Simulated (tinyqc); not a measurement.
# Joule-heated wire on a substrate, fin equation: several studies

A wire of length L loses heat along itself to two contacts and sideways to the substrate: kap A theta'' - g theta + p = 0 with theta = T - T0 and p(x) = p0 exp(-((x/L - x0)/sg)^2/2). The ends are held at T0. Constant conductivity, diffusive heat flow.

Inputs (values chosen for the exercise):
```
symbol  value     unit                                  meaning
kap        36  W/(m K)              conductivity along the wire
A          75     nm^2                            cross-section
g         2.9  W/(m K)  conductance per length to the substrate
L         110       nm              length between the contacts
Rc          0     K/uW       thermal resistance of each contact
p0       0.57    uW/nm                  peak heating per length
x0        0.7             place of the hot spot as a share of L
sg       0.15             width of the hot spot as a share of L
```

Each table varies one quantity; the others keep the values above.

## Effect of the place of the hot spot as a share of L

The equation is solved on 800 equal steps and the peak is the largest node value. LH = sqrt(kap A/g); the share is the integral of g theta over that of p.

The same in every row: LH (nm) = 30.51; L/LH = 3.605.

Results:

| x0 | peak theta (K) | peak/(p0/g) | share to the substrate (%) |
|---|---|---|---|
| 0.5 | 82.61 | 0.4203 | 62.91 |
| 0.57 | 81.61 | 0.4152 | 61.82 |
| 0.65 | 77.83 | 0.3960 | 58.05 |
| 0.8 | 61.16 | 0.3112 | 45.89 |
| 0.88 | 47.16 | 0.2399 | 38.68 |
| 0.95 | 33.70 | 0.1715 | 32.94 |

Estimate the missing row, x0 = 0.72.

Computed row:

| x0 | peak theta (K) | peak/(p0/g) | share to the substrate (%) |
|---|---|---|---|
| 0.72 | 71.74 | 0.3650 | 52.94 |

With this row back in the table: As x0 goes from 0.5 to 0.95, the peak theta falls from 82.6 to 33.7 K and the share of heat to the substrate falls from 62.9 to 32.9 %; L/LH is 3.61 throughout.

## Effect of the conductivity along the wire

Same model as above.

Results:

| kap (W/(m K)) | LH (nm) | L/LH | peak theta (K) | peak/(p0/g) | share to the substrate (%) |
|---|---|---|---|---|---|
| 3.6 | 9.649 | 11.40 | 157.3 | 0.8001 | 90.98 |
| 7.8 | 14.20 | 7.745 | 133.3 | 0.6782 | 83.40 |
| 36 | 30.51 | 3.605 | 73.77 | 0.3753 | 54.53 |
| 78 | 44.91 | 2.449 | 46.40 | 0.2360 | 36.16 |
| 170 | 66.31 | 1.659 | 25.95 | 0.1320 | 20.83 |
| 360 | 96.49 | 1.140 | 13.65 | 0.06943 | 11.11 |

Estimate the missing row, kap = 17 W/(m K).

Computed row:

| kap (W/(m K)) | LH (nm) | L/LH | peak theta (K) | peak/(p0/g) | share to the substrate (%) |
|---|---|---|---|---|---|
| 17 | 20.97 | 5.246 | 103.6 | 0.5272 | 70.97 |

With this row back in the table: As kap goes from 3.6 to 360 W/(m K), the peak theta falls from 157 to 13.6 K and the share of heat to the substrate falls from 91.0 to 11.1 %; L/LH goes from 11 to 1.1. Where L/LH is smallest the peak reaches 0.069 of p0/g, where it is largest 0.80. For kap = 3.6 to 17 W/(m K) LH or L is under 30 nm, where Fourier conduction is a rough picture.

## Effect of the conductance per length to the substrate

Same model as above.

Effect of the conductance per length to the substrate:

| g (W/(m K)) | LH (nm) | L/LH | peak theta (K) | peak/(p0/g) | share to the substrate (%) |
|---|---|---|---|---|---|
| 0.29 | 96.49 | 1.140 | 136.5 | 0.06943 | 11.11 |
| 0.62 | 65.99 | 1.667 | 122.3 | 0.1331 | 20.98 |
| 1.3 | 45.57 | 2.414 | 101.5 | 0.2314 | 35.51 |
| 2.9 | 30.51 | 3.605 | 73.77 | 0.3753 | 54.53 |
| 6.2 | 20.87 | 5.271 | 48.65 | 0.5292 | 71.15 |
| 13 | 14.41 | 7.633 | 29.50 | 0.6729 | 83.02 |
| 29 | 9.649 | 11.40 | 15.73 | 0.8001 | 90.98 |

Read the table: what changes, and by how much?

As g goes from 0.29 to 29 W/(m K), the peak theta falls from 136 to 15.7 K and the share of heat to the substrate rises from 11.1 to 91.0 %; L/LH goes from 1.1 to 11. Where L/LH is smallest the peak reaches 0.069 of p0/g, where it is largest 0.80. For g = 6.2 to 29 W/(m K) LH or L is under 30 nm, where Fourier conduction is a rough picture.

Numbers from tinyqc (`OMP_NUM_THREADS=1 python tinyqc.py 2520021 2520022 out.jsonl`; about 0.01 s on one thread of a shared Intel Xeon 2.30GHz).
